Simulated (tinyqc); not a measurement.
Worked calculation: polar nitride quantum well with polarisation fields. Values are carried at full precision from step to step, so a last printed digit may differ when a step is redone from the rounded ones.

Growth along [0001]. e_par = (a_sub - a)/a, Ppz = 2 e_par (e31 - e33 C13/C33), P = Psp + Ppz in each layer; strain relaxation and the strain shift of the gaps are left out, although thick layers with more than about 1 % mismatch would relax.

Constants: hbar^2/2m0 = 3.80998211 eV angstrom^2; hc = 1239.841984 eV nm.

Parameters, chosen for this exercise (near those of an InGaN well in GaN; the results hold for these values, not for the real material): a_w = 3.26 angstrom (lattice constant a, well); a_b = 3.189 angstrom (lattice constant a, barrier); a_sub = 3.189 angstrom (in-plane lattice constant of the stack); Psp_w = -0.0287 C/m^2 (spontaneous polarisation); Psp_b = -0.0338 C/m^2 (spontaneous polarisation); e31_w = -0.356 C/m^2; e31_b = -0.322 C/m^2; e33_w = 0.683 C/m^2; e33_b = 0.684 C/m^2; C_w = 0.292 (C13/C33); C_b = 0.271 (C13/C33); Lw = 30 angstrom (well width); Lb = 110 angstrom (barrier width); eps_w = 11.4 (dielectric constant); eps_b = 10.3 (dielectric constant); Eg = 2.666 eV (gap of the well); Vc = 0.526 eV (conduction offset); Vv = 0.248 eV (valence offset); me = 0.174 m0 (electron, well); meb = 0.2 m0 (electron, barrier); mh = 1.32 m0 (hole, everywhere).

## Strain and polarisation

Give strain and polarisation of well and barrier; the bound sheet charge is |P_w - P_b|/e with e = 1.602176634e-19 C.

Layers:
```
layer       e_par  Ppz (C/m^2)  P (C/m^2)
well     -0.02178      0.02419   -0.00451
barrier   0.00000      0.00000   -0.03380
```

sheet charge = 1.828 x 1e13/cm^2

Of P_w - P_b = +0.0293 C/m^2 the piezoelectric part gives +0.0242 and the spontaneous part +0.0051.

## Built-in fields

In a periodic stack without free charge the potential drop over a period vanishes: F_w = (P_b - P_w) Lb/(eps0 (eps_w Lb + eps_b Lw)), F_b = -F_w Lw/Lb, eps0 = 8.8541878e-12 F/m; 1 MV/cm = 1e8 V/m = 0.01 V/angstrom.

Give both fields and the drop |F_w| Lw across the well.

F_w = -2.328 MV/cm
F_b = 0.635 MV/cm
drop = 0.699 eV

## Levels with and without the field

Envelope functions on cells of 0.25 angstrom over barrier, well, barrier (widths Lb, Lw, Lb), psi = 0 beyond, psi'/m continuous (mean mass between points), c = hbar^2/2m0. With u(z) the integral of e F (F_w in the well, F_b = -F_w Lw/Lb in the barriers, 1 MV/cm = 0.01 V/angstrom), zero at the centre of the well, the electron sees u plus Vc in the barriers and the hole -u plus Vv. The transition is Eg + E_e + E_h; excitons are left out.

Ground states of electron and hole, their centres, the squared overlap, the transition and its wavelength hc/E.

Results:
```
case            E_e (eV)  E_h (eV)  <z>_e  <z>_h  overlap^2  E (eV)     nm
no field          0.1105    0.0209    0.0    0.0      0.969  2.7974  443.2
built-in field    0.0144   -0.1656    8.3  -11.7     0.0703  2.5148  493.0
```

The field shifts the line by -283 meV, below the gap of the well material, pulls the carriers 20.0 angstrom apart and, with the rate proportional to overlap^2, lengthens the radiative lifetime by a factor 13.8.

## Estimate from two triangular wells

For a strong field: E = Eg - |e F_w| Lw + a0 (c (e F_w)^2)^(1/3) (me^(-1/3) + mh^(-1/3)), a0 = 2.338107, hard walls, c = hbar^2/2m0, 1 MV/cm = 0.01 V/angstrom.

electron term = 0.5334 eV
hole term = 0.2714 eV
E = 2.7723 eV

Both terms lie below the drop across the well, but the estimate also takes the near wall as infinitely high. Against the grid result 2.5148 eV the estimate errs by +258 meV: +170 from the electron and +88 from the hole, since hard walls stand in for offsets of 0.526 and 0.248 eV into which the carriers leak.

## Checks

- Electron level without field against the matching condition of the square well, eV: both 0.111.

tinyqc: `OMP_NUM_THREADS=1 python tinyqc.py 1281501 1281502 out.jsonl`; about 0.1 s, one thread, shared Intel(R) Xeon(R) Processor @ 2.30GHz.
